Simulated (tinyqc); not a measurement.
p-type polysilicon, carrier trapping at grain boundaries: two steps of the calculation.

One-dimensional grains of size Lg, uniform ionised doping N, monovalent traps Qt at each boundary at a depth Et below (for electrons) or above (for holes) the band edge there, abrupt depletion of width W on each side of a boundary, Boltzmann statistics. xi is the distance from the band edge at the grain centre to the Fermi level. Trapped charge Qt/(1 + exp((xi + VB - Et)/Vt)) = 2 N W, barrier VB = q N W^2/(2 eps0 eps_r).

Parameters, values chosen for the exercise; values of the order met in polycrystalline silicon: temperature T = 300 K; relative permittivity eps_r = 11.7; valence-band density of states at T NB = 2.65e19 cm^-3; grain size Lg = 40 nm; trap density of a grain boundary Qt = 2.8e12 cm^-2; depth of the trap level from the majority band edge at the boundary Et = 0.42 eV; mass for thermionic emission ms = 0.39 m0; correction factor of the emission rate fe = 0.25; mobility inside the grains mug = 240 cm^2/(V s); doping N = 3.1e17 cm^-3.

Constants: q = 1.602176634e-19 C, kB = 1.380649e-23 J/K, m0 = 9.1093837015e-31 kg, Vt = kB T/q, eps0 = 8.8541878128e-14 F/cm where lengths are in cm. Results are converted to the units shown.

Problem 1. Depletion width, Fermi level and barrier. If the trap equation with xi = Vt ln(NB/N) has a root W < Lg/2, the grain is partly depleted; otherwise W = Lg/2 and the trap equation gives xi = Et - VB + Vt ln(Qt/(N Lg) - 1). N* = Qt/Lg.

Give: N*; W; xi; VB; share of traps filled.

Solution 1.

N* = 7.000e17 cm^-3
W = 20.00 nm
xi = 0.3300 V
VB = 0.09589 V
share of traps filled = 0.4429

N is 0.443 N*, and the grain is fully depleted; VB = 3.71 Vt.

Problem 2. Resistivity and effective mobility. n0 = NB exp(-xi/Vt); mean density n0 (1 - 2 W/Lg) by charge balance in a partly depleted grain, and n0 (sqrt(pi)/2) erf(u)/u with u = sqrt(VB/Vt) in a fully depleted one; v = sqrt(kB T/(2 pi ms m0)); barrier resistivity Vt exp(VB/Vt)/(q fe n0 v Lg); grain resistivity (1 - 2 W/Lg)/(q n0 mug); effective mobility 1/(q mean density total resistivity).

W = 20 nm
xi = 0.33004624 V
VB = 0.095888713 V

Find: n0; mean density; v; barrier resistivity; grain resistivity; resistivity; effective mobility.

Solution 2.

n0 = 7.563e13 cm^-3
mean density = 3.458e13 cm^-3
v = 4.308e6 cm/s
barrier resistivity = 2.022e4 ohm cm
grain resistivity = 0.000 ohm cm
resistivity = 2.022e4 ohm cm
effective mobility = 8.929 cm^2/(V s)

The resistivity is 2.41e5 times that of a single crystal with the same N and mobility mug, and the mean density is 0.0112 % of N.

tinyqc, about 0.01 s, one thread, Intel Xeon 2.30GHz (shared host): `OMP_NUM_THREADS=1 python tinyqc.py 2830226 2830227 out.jsonl`
